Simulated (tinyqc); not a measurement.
# Current of a Schottky diode by thermionic-emission-diffusion theory, and its read-back from I-V-T and C-V data, step by step

A worked calculation. Computed by tinyqc, a small Python program that keeps every step. Command: `OMP_NUM_THREADS=1 python tinyqc.py 3016084 3016085 out.jsonl schottky walk`. One thread of a shared host (Intel(R) Xeon(R) Processor @ 2.30GHz), about 0.01 s of CPU time with the checks. Intermediate numbers are printed to about 6 digits and carried at full precision; extremes and crossings named in words are read from the listed rows.

Full ionisation, no tunnelling, no recombination current. V is the voltage across the junction itself, forward positive.

Inputs (values chosen for the exercise, modelled on n-type amorphous oxide): Richardson constant A* = 39 A/(cm^2 K^2); effective density of states at 300 K, N_c = 5.1e+18 1/cm^3; permittivity eps = 10; mobility mu = 11 cm^2/(V s); barrier without image force phi_0 = 0.821 eV; doping N = 1.4e+16 1/cm^3; series resistance R_s = 1.9 milliohm cm^2; junction voltage V = 0.44 V; temperature T = 300 K.

Barrier: uniform.

Constants: k_B = 8.617333262e-05 eV/K; e = 1.602176634e-19 C; eps_0 = 8.8541878128e-12 F/m.

## Barrier at the given bias

N_c(T) = N_c (T/300 K)^(3/2); V_bi = phi_0 - (k_B T/e) ln(N_c(T)/N); surface field F = sqrt(2 e N (V_bi - V - k_B T/e)/(eps eps_0)); image lowering d_phi = sqrt(e F/(4 pi eps eps_0)); effective barrier phi = phi_0 - d_phi.

built-in voltage V_bi = 0.668526 V

surface field F = 32.0449 kV/cm

image lowering = 21.4811 meV

effective barrier phi = 0.799519 eV

## Current

Collection velocity v_R = A* T^2/(e N_c(T)); diffusion velocity v_D = mu F; J = e N_c(T) v_R/(1 + v_R/v_D) exp(-phi/k_B T) [exp(e V/k_B T) - 1]. Terminal voltage V + J R_s.

v_R = 4.29563e+06 cm/s

v_D = 352494 cm/s

current density J = 0.242957 A/cm^2

terminal voltage = 0.440462 V

v_D/v_R = 0.0821: drift and diffusion through the depletion layer limit the current.

## Read-back from the I-V curve

Ideality n = (e/k_B T)/(d ln J/dV) by a central difference of +/- 1 mV; J_0 = J exp(-e V/(n k_B T)); apparent barrier phi_IV = k_B T ln(A* T^2/J_0); a C-V plot gives phi_CV = phi_0, the mean without lowering.

ideality factor n = 1.09342

extrapolated J_0 = 4.22071e-08 A/cm^2

apparent barrier phi_IV = 0.828603 eV

phi_CV - phi_IV = -7.60323 meV

n exceeds 1 because forward bias lowers the field, which weakens the image lowering and v_D.

## Temperature series and Richardson plot

A least-squares line of ln(J_0/T^2) against 1/(k_B T) gives a barrier (minus the slope) and a Richardson constant (exp of the intercept).

At the same junction voltage:
```
T (K)  1/k_B T (1/eV)        n  J_0 (A/cm^2)  phi_IV (eV)  ln(J_0/T^2)
200           58.0226  1.05211   4.52437e-15     0.815019     -43.6259
250           46.4181  1.06913   6.44505e-11     0.822344     -34.5080
300           38.6817  1.09342   4.22071e-08     0.828603     -28.3882
350           33.1558  1.13096   4.93851e-06     0.832370     -23.9343
400           29.0113  1.19675   2.15023e-04     0.830409     -20.4277
450           25.7878  1.34252   6.12274e-03     0.813477     -17.3142
```

barrier from the Richardson plot = 0.809436 eV

Richardson constant from the plot = 23.1185 A/(cm^2 K^2)

From 200 to 450 K n goes from 1.052 to 1.343 and phi_IV from 0.815 to 0.813 eV. The plot returns 0.809 eV against phi_0 = 0.821 and a constant 0.593 times the true A*: the diffusion step lowers the prefactor.

## Forward curve with series resistance

Terminal voltage V + J R_s; apparent ideality from neighbouring rows, (e/k_B T) dV_terminal/d ln J.

Forward curve; the last column belongs to the interval up to the next row:
```
V (V)   J (A/cm^2)  terminal voltage (V)  apparent n
0.154  6.94868e-06              0.154000     1.04003
0.214  6.47235e-05              0.214000     1.04715
0.274  5.93815e-04              0.274001     1.05574
0.334  5.35224e-03              0.334010     1.06911
0.394  4.70522e-02              0.394089     1.09900
0.454  3.98048e-01              0.454756     1.22007
0.514  3.14790e+00              0.519981     1.91094
0.574  2.13832e+01              0.614628           -
```

The resistance takes over where J R_s exceeds k_B T/e, at J = 13.6 A/cm^2; the apparent ideality climbs from 1.04 to 1.91, so barrier and n must be read below that current.

Checks made by the program: v_D = mu F against the drift-diffusion integral over the parabolic barrier, a ratio 2 y Dawson(y) with y^2 = (V_bi - V)/(k_B T/e) - 1 (relative difference 8e-02).
